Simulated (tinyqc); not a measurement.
# Worked calculation: resistance of a source-drain extension with a graded tip

Program tinyqc, `OMP_NUM_THREADS=1 python tinyqc.py 2282248 2282249 out.jsonl`; Intel Xeon 2.30GHz, shared host, one thread, about 0.03 s. Printed values are rounded.

y runs along the channel, the gate covers y > 0. The doping is N0 for y < y0 and N0 10^(-(y - y0)/la) beyond, uniform over the depth xj. Sheet conductance s(y) = q mu(N) max(N - Nch, 0) xj + (for y > 0) ma Cox Vo, with mu(N) = u0 + (u1 - u0)/(1 + (N/Nr)^au) and Cox = eps0 eox/tox. Current is taken as one-dimensional; depletion of the tip, spreading and the contact are left out. The metallurgical junction lies at yj, where N = Nch.

Inputs (values chosen for the exercise); mobility law close to that of electrons in silicon: relative permittivity of the gate insulator (close to zirconium oxide) eox = 24.9; insulator thickness tox = 4.2 nm; active doping of the extension far from the gate N0 = 1.5e20 cm^-3; lateral abruptness la = 4.3 nm/decade; position under the gate where the fall begins (gate edge at 0) y0 = 2.8 nm; depth of the extension xj = 22 nm; channel doping Nch = 1.9e18 cm^-3; gate overdrive Vo = 0.43 V; mobility of the gate-induced layer ma = 90 cm^2/(V s); mobility at low doping u1 = 1414 cm^2/(V s); mobility at high doping u0 = 68.5 cm^2/(V s); reference doping Nr = 9.2e16 cm^-3; exponent au = 0.711; gate length Lg = 30 nm.

Constants: q = 1.602176634e-19 C, eps0 = 8.8541878128e-14 F/cm where lengths are in cm. Results are converted to the units shown.

## Sheet resistances and junction position

yj = y0 + la log10(N0/Nch); sheet resistance of the full extension 1/[q mu(N0)(N0 - Nch) xj] and of the gate-induced layer 1/(ma Cox Vo); metallurgical length Lg - 2 yj; ye is where the doped and the gate-induced conductances are equal.

yj = 10.9586 nm
sheet resistance of the extension = 253.856 ohm/square
sheet resistance of the induced layer = 4922.55 ohm/square
metallurgical length = 8.08290 nm
ye = 8.73310 nm
N at ye = 6.25607e18 cm^-3

The gate takes over 2.23 nm before the junction, where N is still 3.29 times the channel doping.

## Resistance of the overlapped part

Midpoint rule on 9 equal steps from 0 to yj: R_ov = sum h/s(y), per width.

```
point    y (nm)   N (cm^-3)  doped conductance (uS)  sheet resistance (ohm/square)
0      0.608808      1.5e20                 3939.23                        241.407
1       1.82643      1.5e20                 3939.23                        241.407
2       3.04404  1.31625e20                 3481.29                        271.412
3       4.26166  6.85757e19                 1894.19                        476.796
4       5.47928  3.57276e19                 1044.87                        801.274
5       6.69689  1.86139e19                 581.237                        1274.89
6       7.91451  9.69774e18                 318.342                        1917.59
7       9.13213  5.05247e18                 158.012                        2768.87
8       10.3497  2.63231e18                 46.9790                        3997.99
```

R_ov = 14.601 ohm um

The exact integral is 14.711 ohm um; the coarse sum is 0.75 % below it.
